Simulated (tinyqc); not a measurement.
Implant damage, amorphisation by cascade overlap, and solid-phase epitaxial regrowth: one step, computed by the program tinyqc. Command: `OMP_NUM_THREADS=1 python tinyqc.py 3112797 3112798 out.jsonl sper walk`. One thread of a shared host (Intel(R) Xeon(R) Processor @ 2.30GHz), about 0.01 s of CPU time with the checks.

Range and width of the damage are inputs. Dynamic annealing enters only through the surviving share f.

Question. Damage energy and displacements per ion. Robinson partition: eps = E a M2/(Z1 Z2 (e^2/(4 pi eps_0)) (M1 + M2)), a = 0.8853 a_0/sqrt(Z1^(2/3) + Z2^(2/3)); k = 0.0793 Z1^(2/3) Z2^(1/2) (M1 + M2)^(3/2)/((Z1^(2/3) + Z2^(2/3))^(3/4) M1^(3/2) M2^(1/2)); damage energy T_d = E/(1 + k (eps + 0.40244 eps^(3/4) + 3.4008 eps^(1/6))); displacements nu = 0.8 T_d/(2 E_d).

Inputs (values chosen for the exercise, modelled on germanium ions in silicon):
```
quantity                 value  unit
ion Z1                      32     -
ion mass M1               72.6     u
target Z2                   14     -
target mass M2           28.09     u
ion energy E                37   keV
displacement energy E_d     16    eV
```

Constants: a_0 = 0.529177210903 angstrom; e^2/(4 pi eps_0) = 14.39964548 eV angstrom.

Give: reduced energy eps; k; damage energy T_d; T_d/E; displacements per ion nu.

Answer.

reduced energy eps = 0.1881

k = 0.1158

damage energy T_d = 27.75 keV

T_d/E = 0.7501

displacements per ion nu = 693.8

25 % of the energy goes to electrons.
